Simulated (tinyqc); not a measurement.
# Energy and delay of logic against supply voltage, step by step

Computed by the program tinyqc: `OMP_NUM_THREADS=1 python tinyqc.py 2082124 2082125 out.jsonl`, one thread of a shared Intel Xeon 2.30GHz, about 0.01 s for the whole run. Printed values are rounded.

One expression serves below and above threshold: I(Vg) = Ik [ln(1 + exp((Vg - VT + dd V)/(al nf Vt)))]^al, with I_on = I(V) and I_off = I(0). Gate delay td = kd C V/I_on, clock period LD td. Per gate and cycle the switching energy is act C V^2 and the leakage energy I_off V LD td. No short-circuit current, no variation. Minima are sought above 0.09 V; below a few Vt gates no longer switch and the model has no meaning.

Inputs (values chosen for the exercise); values of the order met in logic technologies:
- T = 250 K (temperature)
- VT = 0.3 V (threshold voltage at zero drain bias)
- nf = 1.08 (slope factor)
- dd = 0.1 (barrier lowering per volt of supply)
- Ik = 0.32 uA (specific current of a gate)
- al = 1.49 (exponent of the current law)
- C = 1.2 fF (load capacitance of a gate)
- kd = 0.8 (delay factor)
- LD = 30 (logic depth)
- act = 0.2 (activity factor)
- V = 0.76 V (supply voltage)

Constants: q = 1.602176634e-19 C, kB = 1.380649e-23 J/K, Vt = kB T/q. Results are converted to the units shown.

Range of the model: At a supply of a few Vt gates lose their noise margin, and variation, left out here, decides whether they work.

## Currents, delay and energies

I_on, I_off, td, clock frequency 1/(LD td), both energies and their sum.

I_on = 18.9287 uA
I_off = 0.0210618 nA
td = 38.5447 ps
clock frequency = 0.864797 GHz
switching energy = 138.624 aJ
leakage energy = 0.0185095 aJ
energy = 138.643 aJ

I_on/I_off = 8.99e5; leakage makes up 0.0134 % of the energy.

## Starting value

V = 0.09 V.

V at the start = 0.09 V

## Iteration 1: new V

Minimum-energy supply: E(V) is the energy per gate and cycle; with h = 0.001 V, E' = (E(V + h) - E(V - h))/(2 h), E'' = (E(V - h) - 2 E(V) + E(V + h))/h^2, V(new) = V - E'/E''.

E' = -57.8421 aJ/V
E'' = 1374.93 aJ/V^2
V after iteration 1 = 0.132069 V

## Iteration 2: new V

As before.

E' = 15.5463 aJ/V
E'' = 1614.60 aJ/V^2
V after iteration 2 = 0.122441 V

## Course of the iteration

Stop when the step is below 1e-9 V, or after 40 iterations.

Course of the iteration:
```
iteration,V before the step (V),step (V)
1,0.09,0.0421
2,0.132069,-9.63e-3
3,0.122441,4.36e-4
4,0.122877,7.51e-7
5,0.122877,2.49e-11
```

Converged in 5 iterations. There leakage makes up 38.0 % of the energy and the clock runs at 0.0753 MHz.
